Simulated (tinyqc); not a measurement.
## Thin-film transistor with exponential tail and deep states, accumulation layer: effect of the total density of deep states

An undoped film in accumulation, thicker than the space-charge layer. With band bending psi the Fermi level lies E0 - psi below the band edge. Free electrons n = n0 exp(psi/Vt) carry the current; electrons in two exponential distributions of traps, a = a0 exp(psi/Va) and d = d0 exp(psi/Vp), do not. Linear regime, ohmic contacts, traps in equilibrium.

Va = kB Tt/q, Vp = kB Td/q; n0 = Nc exp(-E0/Vt), a0 = Nt th(T/Tt) exp(-E0/Va), d0 = Nd th(T/Td) exp(-E0/Vp), th(x) = pi x/sin(pi x). G(psi) = sum over the three kinds of c0 [V (exp(psi/V) - 1) - psi], field F = sqrt(2 q G/(eps0 eps_r)); Vg = psi + eps0 eps_r F/Ci at the surface. Total charge Q = Ci (Vg - psi_s); free charge Qf = q times the integral of n0 (exp(psi/Vt) - 1)/F over psi from 0 to psi_s; I = (W/L) mb Qf Vd; effective mobility mb Qf/Q.

Parameters, values chosen for the exercise; values close to those of an organic semiconductor:

| symbol | value | unit | meaning |
|---|---|---|---|
| T | 270 | K | temperature |
| eps_r | 3.2 |  | relative permittivity of the semiconductor |
| Nc | 1.1e20 | cm^-3 | density of extended states |
| mb | 3.5 | cm^2/(V s) | band mobility |
| Nt | 8.1e19 | cm^-3 | total density of tail states |
| Tt | 400 | K | characteristic temperature of the tail |
| Td | 1190 | K | characteristic temperature of the deep states |
| E0 | 0.63 | eV | bulk Fermi level below the band edge |
| Ci | 12 | nF/cm^2 | gate capacitance |
| WL | 20 |  | ratio W/L |
| Vd | 0.05 | V | drain voltage |
| Vg | 16 | V | gate voltage above flat band |

Constants: q = 1.602176634e-19 C, kB = 1.380649e-23 J/K, Vt = kB T/q, eps0 = 8.8541878128e-14 F/cm where lengths are in cm. Results are converted to the units shown.

Effect of the total density of deep states:
```
Nd (cm^-3),E0 - psi_s (eV),Q (nC/cm^2),free share (%),effective mobility (cm^2/(V s)),I (nA)
2.9e16,0.1032,185.7,6.103,0.2136,39.66
7e16,0.1033,185.7,6.043,0.2115,39.27
1.7e17,0.1036,185.7,5.906,0.2067,38.38
4.1e17,0.1045,185.7,5.605,0.1962,36.43
9.9e17,0.1065,185.7,4.974,0.1741,32.33
2.4e18,0.1116,185.8,3.778,0.1322,24.57
5.8e18,0.1249,185.9,1.978,0.06922,12.87
```

As Nd goes from 2.9e16 to 5.8e18 cm^-3, the free share falls from 6.10 to 1.98 %, the distance of the Fermi level from the edge rises from 0.103 to 0.125 eV and the current falls from 39.7 to 12.9 nA. Q varies by only 0.14 %: the gate sets the charge, the traps decide how much of it moves. In every row the th form, which assumes a Fermi level far below the edge, overcounts the filled tail at the surface by more than 15 %.

Program tinyqc, `OMP_NUM_THREADS=1 python tinyqc.py 2610005 2610006 out.jsonl`; Intel Xeon 2.30GHz, shared host, one thread, about 0.02 s.
